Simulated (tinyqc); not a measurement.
Inside a calculation. Method: RHF in the sto-3g basis, for BeH2, spin multiplicity 1. One step of it, computed by the program tinyqc.

Problem. Iteration 2: diagonalisation and new density. Diagonalise F' = X^T F X, C = X C', fill 3 alpha and 3 beta electrons from the bottom; D = 2 C_occ C_occ^T. Each column has its largest component positive (the first on a tie).

Fock matrix F (hartree):
```
,1Be 1s,1Be 2s,1Be 2px,1Be 2py,1Be 2pz,2H 1s,3H 1s
1Be 1s,-4.619451,-1.312428,0.000000,-0.000393,0.001410,-0.111552,-0.123955
1Be 2s,-1.312428,-0.570023,0.000000,0.006804,-0.004334,-0.256865,-0.270141
1Be 2px,0.000000,0.000000,0.179330,0.000000,0.000000,0.000000,0.000000
1Be 2py,-0.000393,0.006804,0.000000,-0.067511,0.000258,-0.252653,0.261790
1Be 2pz,0.001410,-0.004334,0.000000,0.000258,0.179014,-0.008650,-0.008901
2H 1s,-0.111552,-0.256865,0.000000,-0.252653,-0.008650,-0.162083,0.000859
3H 1s,-0.123955,-0.270141,0.000000,0.261790,-0.008901,0.000859,-0.175486
```

X:
```
,1,2,3,4,5,6,7
1Be 1s,0.069839,-0.495480,0.803404,0.000000,-0.263702,0.315010,-0.118901
1Be 2s,-0.161515,0.958353,-0.033116,0.000000,-0.025197,0.530242,-0.208410
1Be 2px,0.000000,0.000000,0.000000,1.000000,0.000000,0.000000,0.000000
1Be 2py,0.997963,0.149322,0.002892,0.000000,-0.000617,0.215039,0.535572
1Be 2pz,-0.005988,0.033295,0.321506,0.000000,0.946340,0.017843,-0.007178
2H 1s,-0.609830,-0.660057,-0.384264,0.000000,0.126556,0.469049,0.250484
3H 1s,0.806742,-0.448655,-0.367843,0.000000,0.121236,0.167573,-0.504658
```

Give: F' = X^T F X; orbital energies; coefficients C; D after iteration 2.

Solution.

F' = X^T F X (hartree):
```
,1,2,3,4,5,6,7
1,0.4918,0.0726,-0.1239,0.0000,0.0407,-0.0398,0.0796
2,0.0726,-0.0717,0.9993,0.0000,-0.3309,0.5145,-0.1859
3,-0.1239,0.9993,-2.8073,0.0000,1.0205,-1.5864,0.6087
4,0.0000,0.0000,0.0000,0.1793,0.0000,0.0000,0.0000
5,0.0407,-0.3309,1.0205,0.0000,-0.1698,0.5478,-0.2104
6,-0.0398,0.5145,-1.5864,0.0000,0.5478,-1.3533,0.4048
7,0.0796,-0.1859,0.6087,0.0000,-0.2104,0.4048,-0.4786
```

orbital energies (hartree): MO1 -4.6227, MO2 -0.3768, MO3 -0.3235, MO4 0.1777, MO5 0.1793, MO6 0.2509, MO7 0.5055

coefficients C:
```
,MO1,MO2,MO3,MO4,MO5,MO6,MO7
1Be 1s,0.9922,-0.2075,-0.0265,0.0374,0.0000,-0.2217,0.0065
1Be 2s,0.0295,0.6540,0.0875,-0.1469,0.0000,0.9010,-0.0346
1Be 2px,0.0000,0.0000,0.0000,0.0000,1.0000,0.0000,0.0000
1Be 2py,0.0000,-0.0638,0.4970,-0.0017,0.0000,0.0205,1.0487
1Be 2pz,-0.0002,0.0108,0.0014,0.9868,0.0000,0.1632,-0.0023
2H 1s,-0.0037,0.3338,0.5073,0.0886,0.0000,-0.6663,-0.6583
3H 1s,-0.0038,0.4481,-0.4021,0.0864,0.0000,-0.6411,0.7099
```

D after iteration 2:
```
,1Be 1s,1Be 2s,1Be 2px,1Be 2py,1Be 2pz,2H 1s,3H 1s
1Be 1s,2.0563,-0.2176,0.0000,0.0000,-0.0049,-0.1728,-0.1721
1Be 2s,-0.2176,0.8725,0.0000,0.0035,0.0143,0.5252,0.5155
1Be 2px,0.0000,0.0000,0.0000,0.0000,0.0000,0.0000,0.0000
1Be 2py,0.0000,0.0035,0.0000,0.5023,0.0000,0.4617,-0.4569
1Be 2pz,-0.0049,0.0143,0.0000,0.0000,0.0002,0.0086,0.0085
2H 1s,-0.1728,0.5252,0.0000,0.4617,0.0086,0.7376,-0.1089
3H 1s,-0.1721,0.5155,0.0000,-0.4569,0.0085,-0.1089,0.7250
```
